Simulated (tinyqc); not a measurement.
Single-junction solar cell, detailed-balance limit: effect of the cell temperature.

Every photon above the gap Eg makes one pair and none below is absorbed; carriers thermalise at T and move without loss. Jsc = q fs X Phi(Eg, Ts); the dark current is J0 = q ge Phi(Eg, T)/ERE with the Boltzmann factor exp(V/Vt). The efficiency is the electrical power over fs X sigma Ts^4.

Photon flux above E from a black body at temperature T into a hemisphere: Phi(E, T) = A sum_k exp(-k E/th)[E^2 th/k + 2 E th^2/k^2 + 2 th^3/k^3], k = 1, 2, ..., with th = kB T/q in eV and A = 2 pi q^3/(h^3 c^2). J(V) = Jsc - J0 (exp(V/Vt) - 1); Voc = Vt ln(1 + Jsc/J0); at maximum power v = Vmp/Vt solves (1 + v) exp(v) = 1 + Jsc/J0. Pin = fs X sigma Ts^4, sigma = 2 pi^5 kB^4/(15 h^3 c^2). FF = Vmp Jmp/(Voc Jsc).

Values chosen for this exercise:
```
symbol,value,unit,meaning
Ts,5778,K,temperature of the black-body sun
fs,2.16e-5,,share of the hemisphere filled by the sun
X,1,,concentration
ERE,0.3,,external radiative efficiency
ge,2,,number of faces that emit
Eg,0.77,eV,band gap
```

Constants: q = 1.602176634e-19 C, kB = 1.380649e-23 J/K, h = 6.62607015e-34 J s, c = 299792458 m/s, Vt = kB T/q. Results are converted to the units shown.

The same in every row: Jsc (mA/cm^2) = 72.138.

Effect of the cell temperature:

| T (K) | Voc (V) | Eg/q - Voc (V) | FF | efficiency (%) |
|---|---|---|---|---|
| 200 | 0.60356 | 0.16644 | 0.87288 | 27.840 |
| 240 | 0.56631 | 0.20369 | 0.84715 | 25.352 |
| 280 | 0.52843 | 0.24157 | 0.82005 | 22.899 |
| 320 | 0.48999 | 0.28001 | 0.79122 | 20.487 |
| 360 | 0.45106 | 0.31894 | 0.76024 | 18.121 |
| 400 | 0.41168 | 0.35832 | 0.72664 | 15.808 |
| 440 | 0.37190 | 0.39810 | 0.68989 | 13.558 |
| 480 | 0.33175 | 0.43825 | 0.64940 | 11.385 |

As T goes from 200 to 480 K, Jsc stays at 72.1 mA/cm^2, Voc falls from 0.604 to 0.332 V and the efficiency falls from 27.8 to 11.4 %. Voc changes by -0.971 mV/K on average with Eg fixed, and the efficiency by -0.32 % of itself per kelvin.

Numbers from tinyqc (`OMP_NUM_THREADS=1 python tinyqc.py 2820042 2820043 out.jsonl`; about 0.01 s on one thread of a shared Intel Xeon 2.30GHz).
